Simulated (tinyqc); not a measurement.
Inside a calculation. Model: deep-level transient spectroscopy (DLTS) of one majority-carrier trap. Computed by tinyqc, a small Python program that keeps every step. Command: `OMP_NUM_THREADS=1 python tinyqc.py 3004677 3004678 out.jsonl dlts walk`. One thread of a shared host (Intel(R) Xeon(R) Processor @ 2.30GHz), about 0.06 s of CPU time with the checks. Intermediate numbers are printed to about 7 digits and carried at full precision; extremes and crossings named in words are read from the listed rows.

A filling pulse loads the traps in a one-sided junction; under reverse bias they empty at the rate e, and the capacitance relaxes as C(t) = C_0 - dC exp(-e t). The signal is S = [C(t_2) - C(t_1)]/dC.

Inputs (values chosen for the exercise, with mass and screening modelled on germanium):

| quantity | value | unit |
|---|---|---|
| density-of-states mass m | 0.22 | m_0 |
| valleys M | 4 | - |
| trap depth E_t | 0.227 | eV |
| cross-section sigma_0 | 5e-14 | cm^2 |
| degeneracy ratio g | 1 | - |
| gate time t_1 | 0.0003 | s |
| ratio t_2/t_1 | 5 | - |
| temperature T | 105 | K |
| doping N | 4.8e+15 | cm^-3 |
| trap density N_t | 5.6e+12 | cm^-3 |
| dielectric constant eps | 16.8 | - |
| built-in voltage V_b | 0.51 | V |
| reverse bias V_r | 7.5 | V |
| diode area | 0.0041 | cm^2 |
| mean field F | 46000 | V/cm |

Carriers: electrons. Extra term: Poole-Frenkel lowering.

Constants: k_B = 8.617333262e-05 eV/K; k_B = 1.380649e-23 J/K; m_0 = 9.1093837015e-31 kg; h = 6.62607015e-34 J s; e = 1.602176634e-19 C; eps_0 = 8.8541878128e-12 F/m.

## Emission rate at T

e = g sigma v N_b exp(-E/k_B T), v = sqrt(3 k_B T/m), N_b = 2 M (2 pi m k_B T/h^2)^(3/2), sigma = sigma_0, E = E_t - dE with the one-dimensional Poole-Frenkel lowering dE = sqrt(e^3 F/(pi eps eps_0)), F being held as an input apart from the bias (the centre is charged when empty).

thermal velocity v = 1.473130e+07 cm/s

N_b = 2.144708e+18 cm^-3

sigma = 5.00e-14 cm^2

E = 0.1872872 eV

emission rate e = 1618.780 1/s

## Rate window and signal

S(e) = exp(-e t_1) - exp(-e t_2) peaks at the rate window e_0 = ln(t_2/t_1)/(t_2 - t_1).

rate window e_0 = 1341.198 1/s

peak height S_max = 0.5349922

signal at T = 0.5271089

At this T the trap empties faster than the window, by a factor 1.21: the point lies on the high-temperature side of the peak.

## Peak temperature and width

T_p solves e(T) = e_0 (bisection between 15 and 1500 K); the half-height points solve S = S_max/2 on either side.

peak temperature T_p = 104.1367 K

lower half-height point = 97.54567 K

upper half-height point = 109.8033 K

full width = 12.25765 K

The width is 11.8 % of T_p, and E_t is 25.3 k_B T_p.

## Peaks for six windows

t_1 is scaled by 0.1, 0.3, 1, 3, 10 and 30 at fixed t_2/t_1; each T_p by bisection.

Arrhenius data:

| t_1 (s) | e_0 (1/s) | T_p (K) | 1/(k_B T_p) (1/eV) | ln(e_0/T_p^2) |
|---|---|---|---|---|
| 0.00003 | 1.341198e+04 | 115.7343 | 100.2686 | 1.310164e-03 |
| 0.00009 | 4.470661e+03 | 109.9089 | 105.5831 | -9.940123e-01 |
| 0.00030 | 1.341198e+03 | 104.1367 | 111.4354 | -2.090090e+00 |
| 0.00090 | 4.470661e+02 | 99.3543 | 116.7993 | -3.094678e+00 |
| 0.00300 | 1.341198e+02 | 94.5753 | 122.7014 | -4.200059e+00 |
| 0.00900 | 4.470661e+01 | 90.5846 | 128.1069 | -5.212448e+00 |

## Arrhenius fit

Least squares of ln(e_0/T_p^2) on 1/(k_B T_p): slope -E_a, intercept ln(gamma sigma_a) with gamma = v N_b/T^2 = sqrt(3 k_B/m) 2 M (2 pi m k_B/h^2)^(3/2). For comparison, the slope of ln e_0 alone.

apparent depth E_a = 0.1872872 eV

intercept = 18.78035

gamma = 2.865699e+21 cm^-2 s^-1 K^-2

apparent cross-section = 5.000000e-14 cm^2

slope without T^2 = 0.2048732 eV

The apparent depth is 0.1873 eV against E_t = 0.227 eV, and the apparent cross-section is 1.000 times sigma_0: the field lowers the slope, so the depth must be extrapolated to zero field against sqrt(F). Leaving out the T^2 factor overstates the slope by 18 meV, about 2 k_B T_p.

## Signal size and trap density

W = sqrt(2 eps eps_0 (V_b + V_r)/(e N)), C_0 = eps eps_0 area/W. The pulse goes to zero bias, W_0 = W(V_r = 0). Traps within lambda = sqrt(2 eps eps_0 (E_t - E_F)/(e^2 N)) of the depletion edge stay filled, with E_F = k_B T_p ln(N_b/N) from the band, N_b = 2 M (2 pi m k_B T_p/h^2)^(3/2) (dopants taken as fully ionised). dC = C_0 (N_t/2N) f, f = [(W - lambda)^2 - max(W_0 - lambda, 0)^2]/W^2. The simple estimate is 2 N dC/C_0.

depletion width W = 1.760291 micrometre

C_0 = 34.64634 pF

lambda = 0.2582117 micrometre

f = 0.7169827

transient amplitude dC = 14.49048 fF

simple estimate of N_t = 4.015103e+12 cm^-3

The simple estimate finds 72 % of the traps.

Checks made by the program: the maximum of S(T) on a fine grid against T_p (relative difference below 1e-10).
